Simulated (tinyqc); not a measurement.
Localisation in a chain with random site energies (transfer matrices): sweeps and comparisons. A value that a table varies takes the place of the one given here.

Hopping -t; leads with site energy 0, E = -2t cos(ka). psi_(j+1) = ((e_j - E)/t) psi_j - psi_(j-1), a product of matrices M_j = [[(e_j - E)/t, -1], [1, 0]]. For M = M_N ... M_1 the transmission is T = 4 sin^2(ka)/|M21 - M12 + M22 exp(ika) - M11 exp(-ika)|^2. Long samples draw e_j = W (x_j/2147483647 - 1/2) from x_j = 16807 x_(j-1) mod 2147483647, starting at x0. The localisation length xi, in sites, is defined by ln T = -2N/xi on average; weak disorder gives xi = 24 (4t^2 - E^2)/W^2, and the mean free path for backscattering is xi/2.

Numerical xi = N/ln sqrt(psi_(N+1)^2 + psi_N^2) for N = 20000 sites from psi_1 = 1, psi_0 = 0; its statistical error is about xi sqrt(xi/N).

Parameters, chosen for this exercise: t = 1.05 eV (hopping); E = -0.34 eV (energy); x0 = 9265 (start of the number sequence); W = 2.03 eV (full width of the disorder).

## Localisation length against disorder

The same number sequence scaled by W.

xi (sites):

| W/t | W (eV) | numerical | error | weak disorder | strong: 1/(ln(W/2t) - 1) |
|---|---|---|---|---|---|
| 1.0 | 1.050 | 102.335 | 7.320 | 93.484 | - |
| 1.5 | 1.575 | 41.594 | 1.897 | 41.548 | - |
| 2.0 | 2.100 | 24.257 | 0.845 | 23.371 | - |
| 3.0 | 3.150 | 10.999 | 0.258 | 10.387 | - |
| 4.0 | 4.200 | 6.236 | 0.110 | 5.843 | - |
| 6.0 | 6.300 | 3.033 | 0.037 | 2.597 | - |
| 10.0 | 10.500 | 1.437 | 0.012 | 0.935 | 1.641 |
| 16.0 | 16.800 | 0.901 | 0.006 | 0.365 | 0.926 |

At W = t the numerical value is 102.3 +/- 7.3 against 93.5, and at 2t 24.26 +/- 0.84 against 23.37. The weak-disorder formula is within 15 % for W/t = 1, 1.5, 2, 3, 4 and 6; at W = 16t it gives 0.37 and the strong-disorder form 0.93, against 0.90. All states of the chain are localised; disorder only sets the length.

## From ballistic to localised

200 samples of each length, cut one after another from the start of the sequence. Typical T = exp(mean ln T). Ohmic: 1/(1 + 2N/xi); localised: exp(-2N/xi), both with the weak-disorder xi.

Transmission:

| N | mean T | typical T | spread of ln T | ohmic | localised |
|---|---|---|---|---|---|
| 2 | 0.854 | 0.843 | 0.166 | 0.862 | 0.852 |
| 5 | 0.721 | 0.680 | 0.371 | 0.714 | 0.670 |
| 10 | 0.555 | 0.449 | 0.753 | 0.556 | 0.449 |
| 20 | 0.360 | 0.218 | 1.237 | 0.385 | 0.202 |
| 40 | 0.157 | 0.0430 | 2.066 | 0.238 | 0.0408 |
| 80 | 0.0378 | 0.00182 | 3.087 | 0.135 | 0.00167 |

With xi = 25.0 sites, mean and typical T are 0.721 and 0.680 at N = 5, and 0.0378 and 0.00182 at N = 80, where ln T scatters by 3.1. The slope of ln(typical T) between 40 and 80 sites gives xi = 25.3, uncertain by about 8 % from the scatter of 200 samples. At N = 80 the ohmic law gives 74.1 times the typical value: a single channel has no ohmic range beyond a mean free path, and the mean is carried by rare resonant samples.

## What each parameter does

Numerical and weak-disorder xi. Each row changes one parameter from the base and keeps the others.

Results:

| case | numerical xi (sites) | weak-disorder xi (sites) |
|---|---|---|
| base | 25.63 | 25.01 |
| t = 1.208 eV | 32.85 | 33.32 |
| E = -0.24 eV | 25.60 | 25.35 |
| W = 2.436 eV | 18.12 | 17.37 |
| x0 = 9266 | 27.57 | 25.01 |

The largest shifts from the base row, up to three for each result and ties (the steps differ in size, so this ranks the rows, not the parameters). numerical xi (sites): W -7.51, t +7.22, x0 +1.93. weak-disorder xi (sites): t +8.31, W -7.64, E +0.34; unchanged at the printed digits by x0. A new x0 is another sample of the same disorder; its shift is one draw of the statistical scatter, about xi sqrt(xi/N); the other rows share one sample, so their errors are correlated.

Program tinyqc; command `OMP_NUM_THREADS=1 python tinyqc.py 1480058 1480059 out.jsonl`; about 0.07 s on one thread of a shared Intel(R) Xeon(R) Processor @ 2.30GHz.
